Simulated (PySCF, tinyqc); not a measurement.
CID on RHF in the sto-6g basis, for H4, spin multiplicity 1, step by step. The lowest restricted solution is unstable here: a spin-polarised one lies 0.0847 hartree lower (PySCF). Computed by tinyqc, a small Python program that keeps every step (integrals from PySCF). Settings: charge = 0, multiplicity = 1, basis = sto-6g, method = RHF, energy threshold = 1e-10, iteration cap = 82, orthogonalisation = symmetric, start = Wolfsberg-Helmholz matrix, DIIS depth = 6, ci = CID, davidson = 1. Command: `OMP_NUM_THREADS=1 python tinyqc.py 28500 28501 out.jsonl` (the two numbers bound the seeds that draw the settings). One thread of a shared host (Intel(R) Xeon(R) Processor @ 2.60GHz), about 0.1 s of CPU time with the checks. The early iterations of the SCF are left out here.

## One-electron integrals

Geometry (angstrom):

| atom | x | y | z |
|---|---|---|---|
| H | 0.0000 | 0.0000 | 0.0000 |
| H | 0.0000 | 0.0000 | 1.6740 |
| H | 0.0000 | 1.3520 | 0.0000 |
| H | 0.0000 | 1.3520 | 1.6740 |

Basis sto-6g: exponents (1/bohr^2) and contraction coefficients of normalised primitives:

| element | l (shell) | exponent | coefficient |
|---|---|---|---|
| H | s (1) | 35.5232 | 0.0092 |
| H | s (1) | 6.5131 | 0.0494 |
| H | s (1) | 1.8221 | 0.1685 |
| H | s (1) | 0.6260 | 0.3706 |
| H | s (1) | 0.2431 | 0.4165 |
| H | s (1) | 0.1001 | 0.1303 |

Overlap, kinetic and nuclear-attraction integrals over the contracted functions; the nuclear repulsion is the sum of Za Zb / Rab.

nuclear repulsion = 1.906887 hartree

overlap S:
```
        1H 1s   2H 1s   3H 1s   4H 1s
1H 1s  1.0000  0.1989  0.3162  0.0938
2H 1s  0.1989  1.0000  0.0938  0.3162
3H 1s  0.3162  0.0938  1.0000  0.1989
4H 1s  0.0938  0.3162  0.1989  1.0000
```

kinetic energy T (hartree):
```
         1H 1s    2H 1s    3H 1s    4H 1s
1H 1s   0.7685  -0.0031   0.0266  -0.0121
2H 1s  -0.0031   0.7685  -0.0121   0.0266
3H 1s   0.0266  -0.0121   0.7685  -0.0031
4H 1s  -0.0121   0.0266  -0.0031   0.7685
```

nuclear attraction V (hartree):
```
         1H 1s    2H 1s    3H 1s    4H 1s
1H 1s  -2.1894  -0.3722  -0.6184  -0.1779
2H 1s  -0.3722  -2.1894  -0.1779  -0.6184
3H 1s  -0.6184  -0.1779  -2.1894  -0.3722
4H 1s  -0.1779  -0.6184  -0.3722  -2.1894
```

core Hamiltonian H = T + V (hartree):
```
         1H 1s    2H 1s    3H 1s    4H 1s
1H 1s  -1.4209  -0.3752  -0.5918  -0.1900
2H 1s  -0.3752  -1.4209  -0.1900  -0.5918
3H 1s  -0.5918  -0.1900  -1.4209  -0.3752
4H 1s  -0.1900  -0.5918  -0.3752  -1.4209
```

## Two-electron integrals

Functions are numbered as in S; the eight-fold symmetry (ij|kl) = (ji|kl) = (kl|ij) leaves the list below.

Two-electron integrals (ij|kl) in chemists' order, unique and non-zero (hartree):
```
(11|11) 0.7750   (21|11) 0.1013   (21|21) 0.0216   (22|11) 0.3127
(22|21) 0.1013   (22|22) 0.7750   (31|11) 0.1770   (31|21) 0.0264
(31|22) 0.0909   (31|31) 0.0587   (32|11) 0.0382   (32|21) 0.0085
(32|22) 0.0419   (32|31) 0.0133   (32|32) 0.0043   (33|11) 0.3788
(33|21) 0.0640   (33|22) 0.2454   (33|31) 0.1770   (33|32) 0.0419
(33|33) 0.7750   (41|11) 0.0419   (41|21) 0.0085   (41|22) 0.0382
(41|31) 0.0133   (41|32) 0.0042   (41|33) 0.0382   (41|41) 0.0043
(42|11) 0.0909   (42|21) 0.0264   (42|22) 0.1770   (42|31) 0.0300
(42|32) 0.0133   (42|33) 0.0909   (42|41) 0.0133   (42|42) 0.0587
(43|11) 0.0640   (43|21) 0.0137   (43|22) 0.0640   (43|31) 0.0264
(43|32) 0.0085   (43|33) 0.1013   (43|41) 0.0085   (43|42) 0.0264
(43|43) 0.0216   (44|11) 0.2454   (44|21) 0.0640   (44|22) 0.3788
(44|31) 0.0909   (44|32) 0.0382   (44|33) 0.3127   (44|41) 0.0419
(44|42) 0.1770   (44|43) 0.1013   (44|44) 0.7750
```

## Orthogonalisation

S = U s U^T; symmetric (Loewdin) form X = U s^(-1/2) U^T, so that X^T S X = 1.

eigenvalues of S: 0.5786  0.7890  1.0235  1.6089

X:
```
         1H 1s    2H 1s    3H 1s    4H 1s
1H 1s   1.0543  -0.0972  -0.1659  -0.0028
2H 1s  -0.0972   1.0543  -0.0028  -0.1659
3H 1s  -0.1659  -0.0028   1.0543  -0.0972
4H 1s  -0.0028  -0.1659  -0.0972   1.0543
```

## Iteration 2 (converged): orbitals

converged F (hartree):
```
         1H 1s    2H 1s    3H 1s    4H 1s
1H 1s  -0.1709  -0.1379  -0.3549  -0.1013
2H 1s  -0.1379  -0.1709  -0.1013  -0.3549
3H 1s  -0.3549  -0.1013  -0.1709  -0.1379
4H 1s  -0.1013  -0.3549  -0.1379  -0.1709
```

Diagonalise F' = X^T F X, C = X C', fill 2 alpha and 2 beta electrons from the bottom; D = 2 C_occ C_occ^T. Each column has its largest component positive (the first on a tie).

F' = X^T F X (hartree):
```
         1        2        3        4
1  -0.0469  -0.0975  -0.3309  -0.0002
2  -0.0975  -0.0469  -0.0002  -0.3309
3  -0.3309  -0.0002  -0.0469  -0.0975
4  -0.0002  -0.3309  -0.0975  -0.0469
```

orbital energies (hartree): MO1 -0.4755, MO2 -0.2801, MO3 0.1868, MO4 0.3813

coefficients C:
```
          MO1      MO2      MO3      MO4
1H 1s  0.3942   0.4942   0.5629   0.6573
2H 1s  0.3942  -0.4942   0.5629  -0.6573
3H 1s  0.3942   0.4942  -0.5629  -0.6573
4H 1s  0.3942  -0.4942  -0.5629   0.6573
```

D after iteration 2:
```
         1H 1s    2H 1s    3H 1s    4H 1s
1H 1s   0.7993  -0.1777   0.7993  -0.1777
2H 1s  -0.1777   0.7993  -0.1777   0.7993
3H 1s   0.7993  -0.1777   0.7993  -0.1777
4H 1s  -0.1777   0.7993  -0.1777   0.7993
```

## Convergence

Stop when the energy changes by less than 1e-10 hartree and every element of the error matrix X^T (F D S - S D F) X is below 3e-06.

Course of the cycle:

| iteration | E (hartree) | change | largest element of the error matrix |
|---|---|---|---|
| 1 | -1.865280 | - | 4.40e-16 |
| 2 | -1.865280 | -1.33e-15 | 8.35e-16 |

PySCF RHF in the same basis = -1.865280 hartree

Converged in 2 iterations.

## Integrals over molecular orbitals

(pq|rs) = sum C_ip C_jq C_kr C_ls (ij|kl), one index at a time.

one-electron integrals over orbitals h = C^T H C (hartree):
```
         1        2        3        4
1  -1.6023   0.0000   0.0000   0.0000
2   0.0000  -1.4142   0.0000   0.0000
3   0.0000   0.0000  -1.2857   0.0000
4   0.0000   0.0000   0.0000  -1.1127
```

Two-electron integrals over orbitals (pq|rs), unique and non-zero (hartree):
```
(11|11) 0.4265   (21|21) 0.1514   (22|11) 0.4259   (22|22) 0.4338
(31|31) 0.1237   (32|32) 0.0974   (33|11) 0.4220   (33|22) 0.4248
(33|33) 0.4308   (41|32) 0.0948   (41|41) 0.0923   (42|31) 0.1291
(42|42) 0.1394   (43|21) 0.1552   (43|43) 0.1692   (44|11) 0.4270
(44|22) 0.4359   (44|33) 0.4372   (44|44) 0.4491
```

## CID: determinants and Hamiltonian

Hartree-Fock energy = -1.865280 hartree

Slater-Condon rules over spin orbitals, with the nuclear repulsion added and E(HF) subtracted on the diagonal. Only determinants linked to the reference directly or through others are kept (one block of an abelian symmetry group), so some states are absent.

Occupation strings over the orbitals (2 doubly, a alpha, b beta, 0 empty; spin orbitals ordered 1a 1b 2a 2b ...): 2200 aabb 2020 abab 2002 abba baab 0220 baba 0202 bbaa

H - E(HF) between determinants (hartree):
```
         2200     aabb     2020     abab     2002     abba     baab     0220
2200   0.0000  -0.0343   0.0974  -0.0948   0.1394   0.1291   0.1291   0.1237
aabb  -0.0343   0.6094   0.0948  -0.0974  -0.1291  -0.1394  -0.1237  -0.1291
2020   0.0974   0.0948   0.2941   0.0604   0.1692  -0.1552  -0.1552   0.1514
abab  -0.0948  -0.0974   0.0604   0.6669   0.1552  -0.1692  -0.1514   0.1552
2002   0.1394  -0.1291   0.1692   0.1552   0.7410  -0.0262  -0.0262   0.0000
abba   0.1291  -0.1394  -0.1552  -0.1692  -0.0262   0.7403   0.0000  -0.0262
baab   0.1291  -0.1237  -0.1552  -0.1514  -0.0262   0.0000   0.7403  -0.0262
0220   0.1237  -0.1291   0.1514   0.1552   0.0000  -0.0262  -0.0262   0.7412
baba  -0.0948  -0.0923   0.0604   0.0000   0.1552  -0.1514  -0.1692   0.1552
0202   0.0923   0.0948   0.0000   0.0604   0.1514  -0.1552  -0.1552   0.1692
bbaa  -0.0343   0.0000   0.0948  -0.0923  -0.1291  -0.1237  -0.1394  -0.1291

         baba     0202     bbaa
2200  -0.0948   0.0923  -0.0343
aabb  -0.0923   0.0948   0.0000
2020   0.0604   0.0000   0.0948
abab   0.0000   0.0604  -0.0923
2002   0.1552   0.1514  -0.1291
abba  -0.1514  -0.1552  -0.1237
baab  -0.1692  -0.1552  -0.1394
0220   0.1552   0.1692  -0.1291
baba   0.6669   0.0604  -0.0974
0202   0.0604   1.0660   0.0948
bbaa  -0.0974   0.0948   0.6094
```

## CID: roots

Diagonalise (each vector has its largest component positive (the first on a tie)); all determinants have Ms = 0, so triplets appear too. The lowest singlet root is the correlation energy.

lowest roots of this matrix, relative to E(HF) (hartree): -0.1426  0.0628  0.1566  0.5381  0.6067  0.6640  0.7417  0.7458

lowest vectors:
```
       root 1   root 2  root 3   root 4
2200   0.9029   0.1608  0.0000   0.2948
aabb   0.0272  -0.2256  0.4082   0.2573
2020  -0.2714   0.7202  0.0000   0.5756
abab   0.1230   0.1149  0.4082  -0.2809
2002  -0.1184  -0.3798  0.0000   0.2797
abba  -0.1502   0.1107  0.4082   0.0235
baab  -0.1502   0.1107  0.4082   0.0235
0220  -0.1060  -0.3615  0.0000   0.3759
baba   0.1230   0.1149  0.4082  -0.2809
0202  -0.0945   0.1665  0.0000  -0.2665
bbaa   0.0272  -0.2256  0.4082   0.2573
```

<S^2> of these roots: 0.0000  0.0000  6.0000  0.0000  2.0000  2.0000  0.0000  2.0000

weight of the ground state by excitation level 0, 1, 2, ...: 0.8153  0.0000  0.1847

The reference has a weight of only 0.82: one determinant is a poor start here.

## The lowest root by the Davidson method

Start from the reference; add the residual divided by (theta - H_ii), orthogonalised, at each step.

Davidson iterations:

| iteration | subspace | lowest Ritz value (hartree) | residual norm |
|---|---|---|---|
| 1 | 1 | 0 | 3.26e-01 |
| 2 | 2 | -0.139225 | 6.24e-02 |
| 3 | 3 | -0.142285 | 1.46e-02 |
| 4 | 4 | -0.142473 | 7.11e-03 |
| 5 | 5 | -0.142561 | 3.67e-03 |
| 6 | 6 | -0.142587 | 2.37e-04 |
| 7 | 7 | -0.142587 | 1.27e-04 |
| 8 | 8 | -0.142587 | 1.67e-16 |
